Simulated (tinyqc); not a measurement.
# Frequency dispersion of an accumulation capacitance by border traps, distributed model: what changes with what

Traps spread evenly through the insulator exchange electrons with the semiconductor by tunnelling, with tau(x) = t0 exp(2 ka x) at depth x from the interface. The admittance per area Y seen at depth x obeys dY/dx = -Y^2/(i w eps0 eox) + q Nb ln(1 + i w tau)/tau, with Y(0) = i w Cs and w = 2 pi f; the gate sees Y(tox) = G + i w C. Working variable y = Y/(i w), in uF/cm^2. Cox = eps0 eox/tox.

Inputs (values chosen for the exercise); permittivity close to that of hafnium oxide:
```
symbol   value         unit                                               meaning
eox       19.1                             relative permittivity of the insulator
tox        4.8           nm                                   insulator thickness
Cs         4.7      uF/cm^2             semiconductor capacitance in accumulation
Nb      1.5e20  cm^-3 eV^-1                               density of border traps
ka           5         1/nm  decay constant of the wave function in the insulator
t0        3e-9            s              time constant of a trap at the interface
f          1e6           Hz                                             frequency
```

Constants: q = 1.602176634e-19 C, eps0 = 8.8541878128e-14 F/cm where lengths are in cm. Results are converted to the units shown.

Each table varies one quantity; the others keep the values above.

## Capacitance and loss against frequency

Cox; trap-free value 1/(1/Cox + 1/Cs); response depth d = ln(1/(w t0))/(2 ka), where w tau = 1; lumped estimate: all traps within d act as C_bt = q Nb d placed at d/2, so C = 1/{1/[1/(1/Cs + d/(2 eps0 eox)) + C_bt] + (tox - d/2)/(eps0 eox)}. C and G from a fine integration; dispersion -d C/d log10 f over C, from f times and over 1.1. For a broad spread of time constants G/w is close to -(pi/2) dC/d ln w.

The same in every row: trap-free C (uF/cm^2) = 2.014.

Results:
```
f (Hz),d (nm),C (uF/cm^2),G/w (uF/cm^2),dispersion (% a decade),-(pi/2) dC/d ln w (uF/cm^2),lumped C (uF/cm^2)
10,1.548,2.803,0.08688,4.536,0.08674,2.704
100,1.318,2.680,0.08204,4.481,0.08192,2.598
10000,0.8576,2.451,0.07478,4.466,0.07467,2.391
1e5,0.6274,2.343,0.07225,4.515,0.07217,2.289
1e6,0.3971,2.239,0.07021,4.611,0.07043,2.188
1e7,0.1669,2.136,0.06614,4.745,0.06915,2.087
```

Estimate the missing row, f = 1000 Hz.

Computed row:
```
f (Hz),d (nm),C (uF/cm^2),G/w (uF/cm^2),dispersion (% a decade),-(pi/2) dC/d ln w (uF/cm^2),lumped C (uF/cm^2)
1000,1.088,2.563,0.07803,4.457,0.07791,2.494
```

With this row back in the table: C falls from 2.803 to 2.136 uF/cm^2, towards the trap-free 2.014; each decade of frequency removes ln 10/(2 ka) = 0.230 nm from the response depth. The dispersion goes from 4.54 through a minimum of 4.46 (at f = 1000 Hz among the rows listed) to 4.74 % a decade and G/w falls from 0.0869 to 0.0661 uF/cm^2. G/w lies between 0.957 and 1.00 times -(pi/2) dC/d ln w, the relation for a broad spread of time constants.

## Effect of the semiconductor capacitance in accumulation

Same model as above.

The same in every row: d (nm) = 0.3971.

Result of one run:
```
Cs (uF/cm^2),C (uF/cm^2),G/w (uF/cm^2),dispersion (% a decade),-(pi/2) dC/d ln w (uF/cm^2),lumped C (uF/cm^2),trap-free C (uF/cm^2)
1.4,1.531,0.1411,13.50,0.1410,1.427,1.002
```

What becomes of these results when the semiconductor capacitance in accumulation Cs is changed from 1.4 to 0.75 uF/cm^2, all else the same?

Result of the changed run:
```
Cs (uF/cm^2),C (uF/cm^2),G/w (uF/cm^2),dispersion (% a decade),-(pi/2) dC/d ln w (uF/cm^2),lumped C (uF/cm^2),trap-free C (uF/cm^2)
0.75,1.289,0.1710,19.40,0.1706,1.161,0.6184
```

The whole series:
```
Cs (uF/cm^2),C (uF/cm^2),G/w (uF/cm^2),dispersion (% a decade),-(pi/2) dC/d ln w (uF/cm^2),lumped C (uF/cm^2),trap-free C (uF/cm^2)
0.2,1.033,0.2057,29.06,0.2049,0.8782,0.1893
0.39,1.128,0.1925,24.93,0.1918,0.9834,0.3511
0.75,1.289,0.1710,19.40,0.1706,1.161,0.6184
1.4,1.531,0.1411,13.50,0.1410,1.427,1.002
2.8,1.908,0.1002,7.714,0.1004,1.835,1.560
5.4,2.329,0.06296,3.975,0.06316,2.284,2.132
10,2.707,0.03695,2.005,0.03703,2.681,2.605
20,3.041,0.01979,0.9508,0.01973,3.027,2.996
```

As Cs goes from 0.2 to 20, C rises from 1.03 to 3.04 uF/cm^2, the dispersion falls from 29.1 to 0.951 % a decade and G/w falls from 0.206 to 0.0198 uF/cm^2. The lumped estimate is 15 % below C in the first row and 0.47 % below it in the last. The same traps disperse C more when Cs is small, since they then add to the weaker series term.

Program tinyqc, `OMP_NUM_THREADS=1 python tinyqc.py 2202217 2202218 out.jsonl`; Intel Xeon 2.30GHz, shared host, one thread, about 0.4 s.
